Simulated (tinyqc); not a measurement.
# Which input was changed?

Model: mobility of a non-polar semiconductor in the relaxation-time approximation. Computed by tinyqc, a small Python program. Command: `OMP_NUM_THREADS=1 python tinyqc.py 3024915 3024916 out.jsonl rta which`. One thread of a shared host (Intel(R) Xeon(R) Processor @ 2.30GHz), about 0.1 s of CPU time with the checks.

Each valley is treated as a sphere of mass m_d for states and rates, with one isotropic relaxation time; the conductivity mass m_c sets the current.

Inputs (values chosen for the exercise, modelled on electrons in silicon): longitudinal mass m_l = 0.921 m_0; transverse mass m_t = 0.193 m_0; equivalent valleys Z = 6; non-parabolicity alpha = 0.48 1/eV; static permittivity eps_s = 11.7; density rho = 2329 kg/m^3; sound velocity v_l = 9170 m/s; acoustic deformation potential D_A = 9.6 eV; phonon energy hbar w = 59.7 meV; optical or intervalley deformation potential D_o = 5 1e8 eV/cm; final valleys Z_f = 5; carrier density n = 1.3e+19 1/cm^3; compensation ratio C = 0; temperature T = 150 K.

Band: Kane. Impurity formula: Brooks-Herring. Further scattering: none.

Constants: k_B = 8.617333262e-05 eV/K; m_0 = 9.1093837015e-31 kg; e = 1.602176634e-19 C; hbar = 1.054571817e-34 J s; eps_0 = 8.8541878128e-12 F/m; k_B = 1.380649e-23 J/K; hbar = 6.582119569e-16 eV s.

Method:
- m_d = (m_l m_t^2)^(1/3); 1/m_c = (1/m_l + 2/m_t)/3; Hall mass factor A = 3 K_m (K_m + 2)/(2 K_m + 1)^2, K_m = m_l/m_t; N_I = n (1 + C)/(1 - C).
- Kane band: hbar^2 k^2/(2 m) = E (1 + alpha E), speed v = hbar k/(m (1 + 2 alpha E)), states per spin, volume and energy g(E) = m k (1 + 2 alpha E)/(2 pi^2 hbar^2); overlap factors are set to 1. Here m = m_d. Masses are multiplied by m_0 and all formulas are in SI units.
- The reduced Fermi level eta = E_F/(k_B T) solves n = 2 Z int g f dE with f = 1/(1 + exp(x - eta)) (Z = 1 unless valleys are given); screening length L_s = sqrt(eps_s eps_0 k_B T/(e^2 dn/deta)), dn/deta = 2 Z int g f (1 - f) dE.
- Integrals over x = E/(k_B T) use 160 Gauss-Legendre points in u = sqrt(x) from 0 to sqrt(max(eta, 0) + 32).
- Phonon occupation N_q = 1/(exp(hbar w/(k_B T)) - 1).
- Acoustic deformation potential (elastic, equipartition, absorption and emission together): 1/tau = 2 pi k_B T D_A^2 g(E)/(hbar rho v_l^2).
- Optical or intervalley deformation potential: 1/tau = (pi Z_f D_o^2/(rho w)) [N_q g(E + hbar w) + (N_q + 1) g(E - hbar w)], with g = 0 below the band edge.
- Each optical term is multiplied by (1 - f(E'))/(1 - f(E)), E' the final energy, for Pauli blocking.
- Singly charged impurities, momentum relaxation: 1/tau = N_I e^4 m (1 + 2 alpha E) Phi/(8 pi (eps_s eps_0)^2 hbar^3 k^3), with alpha = 0 for a parabolic band.
- Brooks-Herring: Phi = ln(1 + b) - b/(1 + b), b = 4 k^2 L_s^2.
- mu = (m_d/m_c) (2 Z e/(3 n k_B T)) int g v^2 tau f (1 - f) dE.
- Averages over x are split at the emission threshold x_0 = hbar w/(k_B T): 64 Gauss-Legendre points in sqrt(x) below it and 128 in sqrt(x - x_0) above it, up to x = max(eta, 0) + 32.
- Rates are added at each energy before the average. With <y> = int g v^2 y f (1 - f) dE: Hall factor r_H = A (3 n k_B T/(2 Z m_d)) <tau^2/(1 + 2 alpha E)>/<tau>^2 (alpha = 0 for a parabolic band); Hall mobility r_H mu; |S| = (k_B/e) (<x tau>/<tau> - eta); resistivity 1/(n e mu).

Problem. One of these inputs alone was changed, within the range given: longitudinal mass m_l (0.4605 to 1.842); acoustic deformation potential D_A (4.8 to 19.2); phonon energy hbar w (29.85 to 119.4); non-parabolicity alpha (0.24 to 0.96). Which one, and to what value?

Results:
```
run     acoustic mobility (cm^2/(V s))  drift mobility mu (cm^2/(V s))  Seebeck coefficient |S| (microvolt/K)
before                        6016.437                        539.0089                               204.4795
after                         6596.425                        560.6208                               198.1079
```

Solution.

Each candidate set to reproduce acoustic mobility, and what it then gives:
```
candidate                                 range searched  value needed  drift mobility mu (cm^2/(V s))  Seebeck coefficient |S| (microvolt/K)
longitudinal mass m_l (m_0)              0.4605 to 1.842        0.7740                          560.62                                 198.11
acoustic deformation potential D_A (eV)      4.8 to 19.2         9.168                          543.78                                 204.85
phonon energy hbar w (meV)                29.85 to 119.4     no effect                               -                                      -
non-parabolicity alpha (1/eV)               0.24 to 0.96  out of reach                               -                                      -
```

Only longitudinal mass m_l fits every result: it went from 0.921 to 0.774 m_0. The next best candidate, acoustic deformation potential D_A, misses one result by 3.4 %.

Caution: above a few 1e18 per cm^3 the Born approximation, static screening and an unperturbed band are rough; measured mobilities are usually lower.
